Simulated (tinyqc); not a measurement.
Worked calculation: plane-wave Kohn-Sham cycle with exchange-only LDA in a layered model solid. One step of it, computed by the program tinyqc.

Task: Iteration 2: levels at that k. Diagonalise the Hermitian matrix.

H (hartree), lower triangle:
```
,-2,-1,+0,+1,+2
-2,0.569357
-1,-0.351517,0.011174
+0,-0.001186,-0.351517,-0.174887
+1,-0.002005,-0.001186,-0.351517,0.011174
+2,-0.000015,-0.002005,-0.001186,-0.351517,0.569357
```

Give: eigenvalues.

Result:

eigenvalues (hartree): -0.6337  -0.1560  0.2373  0.7378  0.8008
